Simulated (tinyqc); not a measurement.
Inside a calculation. Model: polytypes and stacking faults of a tetrahedral semiconductor in an axial Ising model with couplings up to third neighbours. Computed by tinyqc, a small Python program that keeps every step. Command: `OMP_NUM_THREADS=1 python tinyqc.py 3010007 3010008 out.jsonl polytype walk`. One thread of a shared host (Intel(R) Xeon(R) Processor @ 2.30GHz), about 0.01 s of CPU time with the checks. Intermediate numbers are printed to about 7 digits and carried at full precision; extremes and crossings named in words are read from the listed rows.

Each double layer has s = +1 or -1 for the sense of its stacking step; E per pair of atoms = E0 - sum_n J_n <s_i s_(i+n)>, n = 1, 2, 3. Hexagonality h = (1 - <s_i s_(i+1)>)/2.

Inputs (values chosen for the exercise, for a model crystal): J1 = 1.66 meV/pair; J2 = -1.32 meV/pair; J3 = -0.22 meV/pair; basal lattice constant a = 3.08 angstrom; shear modulus G = 181 GPa; Poisson ratio nu = 0.23; gap of 3C = 2.39 eV; gap of 4H = 3.26 eV; binding energy of the fault level E_b = 0.33 eV; in-plane mass m = 0.29 m0; effective density of states N_c at 300 K = 3e+19 1/cm^3; electron density n = 2.1e+18 1/cm^3; temperature T = 800 K.

Host polytype: 6H.

Constants: 1 eV/angstrom^2 = 16.02176634 J/m^2; m_0 = 9.1093837015e-31 kg; hbar = 1.054571817e-34 J s; k_B = 1.380649e-23 J/K; k_B = 8.617333262e-05 eV/K.

## Energies of the polytypes

correlations of the repeat units 3C (+), 2H (+-), 4H (++--), 6H (+++---), 15R (+++--), 8H (++++----), 21R (++++---), 9R (++-), rows 3C, 2H, 4H, 6H, 15R, 8H, 21R, 9R, columns n = 1, n = 2, n = 3:
$$\begin{pmatrix}
1.000000 & 1.000000 & 1.000000 \\
-1.000000 & 1.000000 & -1.000000 \\
0.000000 & -1.000000 & 0.000000 \\
0.333333 & -0.333333 & -1.000000 \\
0.200000 & -0.600000 & -0.600000 \\
0.500000 & 0.000000 & -0.500000 \\
0.428571 & -0.142857 & -0.714286 \\
-0.333333 & -0.333333 & 1.000000
\end{pmatrix}$$

E - E(3C) = sum_n J_n (1 - C_n), C_n = <s_i s_(i+n)>. The gap is taken linear in h between 3C (h = 0) and 4H (h = 1/2), a rough rule, with a dash beyond.

Polytypes:
```
polytype         h  E - E(3C) (meV/pair)  gap by the linear rule (eV)
3C        0.000000              0.000000                     2.390000
2H        1.000000              2.880000                            -
4H        0.500000             -1.200000                     3.260000
6H        0.333333             -1.093333                     2.970000
15R       0.400000             -1.136000                     3.086000
8H        0.250000             -0.820000                     2.825000
21R       0.285714             -0.937143                     2.887143
9R        0.666667              0.453333                            -
```

E(2H) - E(3C) = 2.88 meV/pair

E(4H) - E(3C) = -1.2 meV/pair

E(6H) - E(3C) = -1.093333 meV/pair

The lowest is 4H, 0.064 meV/pair below 15R. J1/|J2| = 1.26: for J3 = 0 and J2 < 0 the ground state is 2H below -2, 4H between -2 and 2, and 3C above 2; at 2 itself all periods with bands of two or more layers are degenerate. Four or more polytypes lie within 1.5 meV/pair, so small a spread that growth kinetics and seeds can decide.

## Back from three energies to J1, J2, J3

With d2, d4, d6 the energies of 2H, 4H, 6H over 3C: d2 = 2 J1 + 2 J3, d4 = J1 + 2 J2 + J3, d6 = (2/3) J1 + (4/3) J2 + 2 J3, so J2 = (d4 - d2/2)/2, J3 = (3/4)(d6 - (2/3) d4), J1 = d2/2 - J3.

J1 recovered = 1.66 meV/pair

J2 recovered = -1.32 meV/pair

J3 recovered = -0.2200000 meV/pair

## Stacking-fault energies

fault coefficients k_n, rows single Shockley (42), Frank-type (32), Frank-type (43), columns J1, J2, J3:
$$\begin{pmatrix}
0.000000 & 0.000000 & -4.000000 \\
0.666667 & 1.333333 & -2.000000 \\
-0.666667 & -1.333333 & -2.000000
\end{pmatrix}$$

Faults in 6H: the sequences single Shockley (42) (++++--), Frank-type (32) (+++--), Frank-type (43) (++++---) are put between perfect repeats; k_n = (layers x C_n of the host) - sum_i s_i s_(i+n). gamma = sum k_n J_n/A, A = (sqrt 3/2) a^2; 1 meV/angstrom^2 = 16.02177 mJ/m^2.

gamma (mJ/m^2): single Shockley (42) 1.716173, Frank-type (32) -0.416042, Frank-type (43) 2.132215

energy of the glide fault, single Shockley (42) = 1.716173 mJ/m^2

The cheapest is the Frank-type (32) fault, with a negative energy: the host is not the ground state of this model against it.

## Splitting of a basal screw dislocation

Screw line, bounded by the single Shockley (42) fault of energy gamma: b = a, partials b_p = a/sqrt 3; d = G b_p^2 (2 - 3 nu)/(8 pi gamma (1 - nu)). One partial is driven off by the shear stress gamma/b_p along its Burgers vector.

splitting width d = 225.7556 nm

stress to open the fault = 9.650969 MPa

## Electronic energy gained by the fault

The fault binds electrons in a two-dimensional band E_b below the conduction edge, g2 = m m0/(pi hbar^2) for one valley. With the Fermi level held by the bulk, eta = ln[n/N_c(T)], N_c(T) = N_c (T/300)^1.5, the grand potential falls by g2 (k_B T)^2 F1(x), x = eta + E_b/(k_B T), F1(x) = integral from 0 to infinity of ln(1 + exp(x - t)) dt; sheet density g2 k_B T ln(1 + e^x). Band bending by the trapped charge is left out, so the gain is an upper bound. Net fault energy = gamma of the single Shockley (42) fault less the electronic gain.

x = 0.6563598

sheet density = 8.971369e+12 1/cm^2

electronic gain = 1.288426 mJ/m^2

net fault energy = 0.4277466 mJ/m^2

The gain offsets 75 % of the fault energy.

## Gain against electron density

The formulas are those given above.

At T:
```
n (1/cm^3)          x  sheet density (1/cm^2)  gain (mJ/m^2)    gain/gamma  gain/gamma at T + 200 K
1.00e+14    -9.295918            7.666061e+08   8.467506e-05  4.933947e-05             2.117752e-05
1.00e+15    -6.993333            7.662896e+09   8.465758e-04  4.932929e-04             2.117632e-04
1.00e+16    -4.690748            7.631439e+10   8.448346e-03  4.922783e-03             2.116432e-03
1.00e+17    -2.388163            7.334685e+11   8.280912e-02  4.825221e-02             2.104562e-02
1.00e+18    -0.085578            5.439031e+12   7.056131e-01  4.111551e-01             1.997390e-01
5.00e+18     1.523860            1.437241e+13   2.397367e+00  1.396926e+00             8.373648e-01
2.00e+19     2.910155            2.474672e+13   5.373767e+00  3.131250e+00             2.321932e+00
```

For x well below 0 the gain is k_B T times the sheet density and linear in n; for x well above 0 the well fills and the gain grows only about as x^2. It passes the fault energy from n = 5.0e18 /cm^3 on; 200 K more changes it by a factor 0.43 at 1e16, so faults opened by injected carriers can shrink on heating.

Checks made by the program: the recovered constants (relative difference below 1e-10).
